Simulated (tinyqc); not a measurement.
Strained alloy layer of GaSb and GaAs on (001) InP, model-solid band line-up: one step of the calculation.

The layer is x parts of the first compound and 1 - x of the second, grown coherently on the third as substrate and barrier. Rows of the table: lattice constant a, average valence level Ea on an absolute scale, spin-orbit splitting so, gaps at Gamma, X and L, hydrostatic deformation potentials av and ac (Gamma), shear potential b, elastic constants, electron and heavy-hole (along z) masses. All are interpolated linearly in x; gaps get -C x (1 - x), taken wholly in the conduction band; real line-ups can differ from this model by 0.1 eV or more.

Task. Band edges and offsets. In-plane strain e = (a_substrate - a)/a, e_z = -2 (c12/c11) e, volume change 2 e + e_z. With v = 2 e + e_z and d = 2 b (e_z - e): Eav = Ea + av v; E_hh = Eav + so/3 - d/2; E_lh = Eav - so/6 + d/4 + sqrt(so^2 + so d + 9 d^2/4)/2; E_c = Ea + so/3 + EG + ac v (Gamma). Substrate: E_v = Ea + so/3, E_c = E_v + EG. Well depths: dEc = E_c(substrate) - E_c, dEhh = E_hh - E_v(substrate), dElh likewise; strained Gamma gap E_c - max(E_hh, E_lh); positive values confine carriers in the layer.

Values chosen for this exercise:
```
symbol  value  unit                                      meaning
x        0.41        fraction of the first compound in the layer
CG       1.43    eV                      bowing of the Gamma gap
CX        1.2    eV                          bowing of the X gap
CL        1.2    eV                          bowing of the L gap
```

Binary compounds, values chosen for the exercise:
```
              close to GaSb  close to GaAs  close to InP
a (angstrom)          6.096          5.653         5.869
Ea (eV)               -6.25          -6.92         -7.04
so (eV)               0.768           0.34         0.109
EG (eV)                0.72           1.42          1.34
EX (eV)                1.03           1.91           2.2
EL (eV)               0.807           1.71          1.92
av (eV)               0.796           1.16          1.26
ac (eV)               -6.92          -7.09         -5.08
b (eV)                -1.98           -1.7         -1.68
c11 (GPa)              88.7            118           102
c12 (GPa)              40.5           54.6          55.9
me (m0)              0.0385         0.0675        0.0807
mh (m0)               0.249          0.348         0.534
```

Find: d; E_hh; E_lh; E_c; strained Gamma gap; dEc; dEhh; dElh.

Result.

d = 0.04108 eV
E_hh = -6.488 eV
E_lh = -6.445 eV
E_c = -5.731 eV
strained Gamma gap = 0.7139 eV
dEc = 0.06734 eV
dEhh = 0.5161 eV
dElh = 0.5587 eV

The light-hole band lies on top, by 42.6 meV. At Gamma the line-up is type I, both carriers held in the layer.

Numbers from tinyqc (`OMP_NUM_THREADS=1 python tinyqc.py 2690004 2690005 out.jsonl`; about 0.01 s on one thread of a shared Intel Xeon 2.30GHz).
